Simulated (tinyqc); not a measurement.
Free and nearly free electrons in a metal: sweeps and comparisons. A value that a table varies takes the place of the one given here.

The cubic cell holds 4 atoms: n = 4 z/a^3, kF = (3 pi^2 n)^(1/3), EF = c kF^2/m, vF = 2 c kF/(m hbar), c = hbar^2/2m0; rs = (3/(4 pi n))^(1/3)/a0; D(EF) = 3 n/(2 EF).

Two plane waves k and k - G, G = (111) (2 pi/a): H = [[c k^2/m, V], [V, c (k - G)^2/m]] with c = hbar^2/2m0.

Square wire of width w with grain size w: rho/rho0 = 1/(1 - 3 al/2 + 3 al^2 - 3 al^3 ln(1 + 1/al)) + (3/4) (1 - p) l/w, with al = (l/w) Rg/(1 - Rg) (Mayadas-Shatzkes plus the thick-wire form of Fuchs-Sondheimer); l = hbar kF/(n e^2 rho), e = 1.602176634e-19 C.

Constants: hbar^2/2m0 = 3.80998211 eV angstrom^2; hbar = 6.58211957e-16 eV s; a0 (Bohr radius) = 0.5291772105 angstrom.

Inputs chosen for the exercise (near those of Au, whose d bands this model ignores; the results hold for these values, not for the real material): a = 4.114 angstrom (fcc lattice constant); z = 1 (free electrons an atom); m = 1.3 m0 (mass); rho = 2.46 micro-ohm cm (bulk resistivity); p = 0 (specularity of the surfaces); Rg = 0.26 (reflection at grain boundaries); w = 20 nm (wire width).

## When the Fermi surface touches the face

On the face the lower band is E = c (G^2/4 + q^2)/m - V, q along the face. EF is held at its free value. A neck opens where EF > c G^2/(4m) - V, with radius q; the second band fills where EF > c G^2/(4m) + V.

Necks:

| V (eV) | lower band at the face centre (eV) | neck radius (1/angstrom) | radius/kF |
|---|---|---|---|
| 0.2 | 4.927 | - | - |
| 0.5 | 4.627 | - | - |
| 0.8 | 4.327 | - | - |
| 1.1 | 4.027 | 0.2255 | 0.189 |
| 1.4 | 3.727 | 0.3914 | 0.328 |
| 1.8 | 3.327 | 0.5382 | 0.451 |
| 2.2 | 2.927 | 0.6528 | 0.547 |
| 2.6 | 2.527 | 0.7501 | 0.628 |

EF = 4.176 eV
c G^2/(4m) = 5.127 eV

Contact needs V > 0.951 eV. It is first met at V = 1.1 eV of those listed, and the radius then grows as the square root of the excess, to 0.628 kF at 2.6 eV. EF is held at its free value here; a count of states lowers it as V grows, strongly for V of an eV or more, so the threshold is a lower bound, the radii are upper bounds, and some necks may vanish.

## Resistivity of narrow wires

Wires:

| w (nm) | al | grain term (factor - 1) | surface term | rho (micro-ohm cm) |
|---|---|---|---|---|
| 200 | 0.061 | 0.090 | 0.130 | 3.00 |
| 100 | 0.122 | 0.177 | 0.260 | 3.54 |
| 50 | 0.244 | 0.348 | 0.521 | 4.60 |
| 30 | 0.406 | 0.573 | 0.868 | 6.00 |
| 20 | 0.610 | 0.850 | 1.301 | 7.75 |
| 14 | 0.871 | 1.204 | 1.859 | 9.99 |
| 10 | 1.219 | 1.673 | 2.603 | 12.98 |
| 7 | 1.742 | 2.374 | 3.718 | 17.45 |

l = 34.70 nm

At 7 nm the resistivity is 7.09 times the bulk value; surfaces add more (2.37 from grains, 3.72 from surfaces). It passes twice the bulk value between 50 and 30 nm. The surface formula is meant for w above l = 35 nm, so the rows below that are rough.

## What sets the wire resistivity

All results formed anew. Each row changes one parameter from the base and keeps the others.

Results:

| case | EF (eV) | l (nm) | wire rho (micro-ohm cm) |
|---|---|---|---|
| base | 4.176 | 34.70 | 7.752 |
| a = 4.237 angstrom | 3.937 | 36.81 | 8.070 |
| m = 1.56 m0 | 3.480 | 34.70 | 7.752 |
| rho = 2.952 micro-ohm cm | 4.176 | 28.92 | 8.254 |
| p = 0.3 | 4.176 | 34.70 | 6.792 |
| Rg = 0.182 | 4.176 | 34.70 | 7.001 |
| w = 14 nm | 4.176 | 34.70 | 9.994 |

The largest shifts from the base row, up to three for each result and ties (the steps differ in size, so this ranks the rows, not the parameters). EF (eV): m -0.696, a -0.239; unchanged at the printed digits by rho, p, Rg and w. l (nm): rho -5.78, a +2.11; unchanged at the printed digits by m, p, Rg and w. wire rho (micro-ohm cm): w +2.242, p -0.960, Rg -0.751; unchanged at the printed digits by m. The mass drops out of l at given rho, because vF falls and tau rises by the same factor.

(tinyqc, `OMP_NUM_THREADS=1 python tinyqc.py 1682778 1682779 out.jsonl`, Intel(R) Xeon(R) Processor @ 2.30GHz, 1 thread, shared host, about 0.01 s.)
